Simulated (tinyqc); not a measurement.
# Trap density and grain size from the barrier

Problem. With all traps filled Vb = q Qt^2/(8 eps0 eps_r N), and in that limit the barrier is largest at N* = Qt/Lg. Find Qt, Lg and the depleted width Qt/N.

Parameters, values chosen for the exercise:
- eps_r = 11.7 (relative permittivity of the semiconductor)

Constants: q = 1.602176634e-19 C, eps0 = 8.8541878128e-14 F/cm where lengths are in cm. Results are converted to the units shown.

barrier at N = 1.6e18 cm^-3 = 0.014620129 V
doping of the largest barrier = 5.5e17 cm^-3

Answer. The barrier gives Qt, and N* then gives Lg.

Qt = 1.100e12 cm^-2
Lg = 20.00 nm
depleted width = 6.875 nm

Computed by the program tinyqc: `OMP_NUM_THREADS=1 python tinyqc.py 2610041 2610042 out.jsonl`, one thread of a shared Intel Xeon 2.30GHz, about 0.01 s for the whole run.
